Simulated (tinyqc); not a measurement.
Inside a calculation. Model: off-state leakage of single and stacked transistors.

Program tinyqc, `OMP_NUM_THREADS=1 python tinyqc.py 2242169 2242170 out.jsonl`; Intel Xeon 2.30GHz, shared host, one thread, about 0.04 s. Printed values are rounded.

n-channel devices of unit width. Subthreshold current I(Vg, Vs, Vd) = I0 (T/300 K)^0.5 exp[(Vg - Vs - VT(T) - gb (Vs - Vb) + dd (Vd - Vs))/(nf Vt)] (1 - exp(-(Vd - Vs)/Vt)), VT(T) = VT - cT (T - 300 K). Gate-edge tunnelling Ig (Vd/1 V) exp(ag (Vd - 1 V)), for a gate at 0 V, and band-to-band leakage Ab u exp(-Bb/u), u = Vd - Vb + 1 V, flow at a drain held at V; both are taken as independent of T. In a stack of off transistors (all gates at 0 V) the same subthreshold current passes through each.

Values chosen for this exercise; values of the order met in bulk silicon logic transistors:

| symbol | value | unit | meaning |
|---|---|---|---|
| T | 398 | K | temperature |
| V | 0.8 | V | supply voltage |
| VT | 0.46 | V | threshold at 300 K, zero drain and body bias |
| cT | 0.6 | mV/K | fall of the threshold with temperature |
| I0 | 0.9 | uA/um | current at threshold at 300 K |
| nf | 1.31 |  | slope factor |
| dd | 0.07 |  | drain-induced lowering per volt |
| gb | 0.24 |  | rise of the threshold per volt of source-body bias |
| Ig | 0.0002 | uA/um | gate-edge tunnelling current at 1 V |
| ag | 5.2 | 1/V | exponential slope of the gate current |
| Ab | 1 | uA/(um V) | prefactor of band-to-band leakage at the drain |
| Bb | 22 | V | its exponential voltage |
| Vb | -0.3 | V | body voltage |

Constants: q = 1.602176634e-19 C, kB = 1.380649e-23 J/K, Vt = kB T/q. Results are converted to the units shown.

## Leakage of one transistor

Vg = Vs = 0, Vd = V; effective threshold VT(T) - gb Vb - dd V.

effective threshold = 0.4172 V
parts (nA/um): subthreshold 0.0961331, gate edge 0.0565527, band-to-band 0.0592199
total = 0.211906 nA/um
shares (%): subthreshold 45.3660, gate edge 26.6877, band-to-band 27.9463

The subthreshold part is the largest.

## Starting value

Vx = dd V/(1 + gb + 2 dd), the solution for Vx well above Vt, rounded to three decimals.

Vx at the start = 0.041 V

## Iteration 1: new Vx

Stack of two, Vx the node between them: I_low = I(0, 0, Vx), I_up = I(0, Vx, V), f = ln(I_up/I_low), f' = -(1 + gb + 2 dd)/(nf Vt) - 1/(Vt (exp(Vx/Vt) - 1)) - 1/(Vt (exp((V - Vx)/Vt) - 1)), Vx(new) = Vx - f/f'.

I_low = 0.0205497 nA/um
I_up = 0.0290871 nA/um
f = 0.347445
f' = -43.3645 1/V
Vx after iteration 1 = 0.0490122 V

## Iteration 2: new Vx

As before.

I_low = 0.0226885 nA/um
I_up = 0.0230273 nA/um
f = 0.0148217
f' = -39.8992 1/V
Vx after iteration 2 = 0.0493837 V

## Course of the iteration

Stop when the step is below 1e-11 V, or after 40 iterations.

Course of the iteration:

| iteration | Vx before the step (V) | step (V) |
|---|---|---|
| 1 | 0.041 | 8.01e-3 |
| 2 | 0.0490122 | 3.71e-4 |
| 3 | 0.0493837 | 6.07e-7 |
| 4 | 0.0493843 | 1.60e-12 |

Converged in 4 iterations. The subthreshold current of the stack is 0.02278 nA/um, 4.22 times less than that of one transistor (the drain leakage is unchanged); the estimate exp[dd V (1 + gb + dd)/((1 + gb + 2 dd) nf Vt)] gives 3.26.
